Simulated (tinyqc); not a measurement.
Quasiparticle equation with a plasmon-pole self-energy for two band edges: one step. Solving the equation for the conduction edge. Five cases, with inputs chosen for the exercise.

Task: Newton steps on f(E) = E - ec - Xc - Sc(E) from E = ec; the first step is the linearised result.

For each edge E = e + X + Sc(E), with the correlation part Sc(E) = A[0]/(E - a + w) + A[1]/(E - b - w); a and b are the valence and conduction energies that enter the Green function (a = ev, b = ec in the one-shot scheme). Z = 1/(1 - dSc/dE), dSc/dE = -A[0]/(E - a + w)^2 - A[1]/(E - b - w)^2.

Case 1.

Values chosen (scales of the order of those of AlN; not measured data): ev = 0 eV (mean-field valence top); ec = 4.21 eV (mean-field conduction edge); w = 19.2 eV (pole energy); Av = (48.6, 29.9) eV^2 (weights of the valence state on the hole and electron poles); Ac = (29.1, 51) eV^2 (the same for the conduction state); Xv = -2.51 eV (exchange minus the mean-field potential, valence); Xc = 2.78 eV (the same, conduction).

Case 2.

Values chosen (scales of the order of those of HfO2; not measured data): ev = 0 eV (mean-field valence top); ec = 4.01 eV (mean-field conduction edge); w = 14.8 eV (pole energy); Av = (28.2, 12.4) eV^2 (weights of the valence state on the hole and electron poles); Ac = (12.8, 26.3) eV^2 (the same for the conduction state); Xv = -2.51 eV (exchange minus the mean-field potential, valence); Xc = 2.09 eV (the same, conduction).

Case 3.

Values chosen (scales of the order of those of diamond; not measured data): ev = 0 eV (mean-field valence top); ec = 4.21 eV (mean-field conduction edge); w = 27.8 eV (pole energy); Av = (147.7, 73.9) eV^2 (weights of the valence state on the hole and electron poles); Ac = (69.3, 147.7) eV^2 (the same for the conduction state); Xv = -4.15 eV (exchange minus the mean-field potential, valence); Xc = 3.69 eV (the same, conduction).

Case 4.

Values chosen (scales of the order of those of HfO2; not measured data): ev = 0 eV (mean-field valence top); ec = 4.2 eV (mean-field conduction edge); w = 14.8 eV (pole energy); Av = (25.5, 13.9) eV^2 (weights of the valence state on the hole and electron poles); Ac = (12, 28.2) eV^2 (the same for the conduction state); Xv = -2.23 eV (exchange minus the mean-field potential, valence); Xc = 1.94 eV (the same, conduction).

Case 5.

Values chosen (scales of the order of those of Si; not measured data): ev = 0 eV (mean-field valence top); ec = 0.62 eV (mean-field conduction edge); w = 16 eV (pole energy); Av = (27.6, 12.2) eV^2 (weights of the valence state on the hole and electron poles); Ac = (15.4, 28.9) eV^2 (the same for the conduction state); Xv = -1.45 eV (exchange minus the mean-field potential, valence); Xc = 1.08 eV (the same, conduction).

Give: Iterates.

Result:

Case 1.

Iterates:
```
step   E (eV)   Sc (eV)     f (eV)
0     4.21000  -1.41319  -1.366809
1     5.35718  -1.64005   0.007240
2     5.35118  -1.63882   0.000000
3     5.35118  -1.63882   0.000000
```

The linearisation errs by +6.0 meV, as the shift is only 0.059 of the pole energy.

Case 2.

Iterates:
```
step   E (eV)   Sc (eV)     f (eV)
0     4.01000  -1.09654  -0.993462
1     4.86921  -1.23579   0.005001
2     4.86493  -1.23507   0.000000
3     4.86493  -1.23507   0.000000
```

The linearisation errs by +4.3 meV, as the shift is only 0.058 of the pole energy.

Case 3.

Iterates:
```
step   E (eV)   Sc (eV)     f (eV)
0     4.21000  -3.14800  -0.541999
1     4.64059  -3.26032   0.000908
2     4.63987  -3.26013   0.000000
3     4.63987  -3.26013   0.000000
```

The linearisation errs by +0.7 meV, as the shift is only 0.015 of the pole energy.

Case 4.

Iterates:
```
step   E (eV)   Sc (eV)     f (eV)
0     4.20000  -1.27383  -0.666174
1     4.77331  -1.36911   0.002416
2     4.77124  -1.36876   0.000000
3     4.77124  -1.36876   0.000000
```

The linearisation errs by +2.1 meV, as the shift is only 0.039 of the pole energy.

Case 5.

Iterates:
```
step   E (eV)   Sc (eV)     f (eV)
0     0.62000  -0.87966  -0.200344
1     0.79143  -0.90868   0.000112
2     0.79134  -0.90866   0.000000
3     0.79134  -0.90866   0.000000
```

The linearisation errs by +0.1 meV, as the shift is only 0.011 of the pole energy.

Computed by tinyqc, one run a case: `OMP_NUM_THREADS=1 python tinyqc.py N N+1 out.jsonl` with N = 1850411, 1850424, 1850516, 1850533, 1850575; one thread of a shared Intel(R) Xeon(R) Processor @ 2.30GHz, about 0.06 s a run at most.
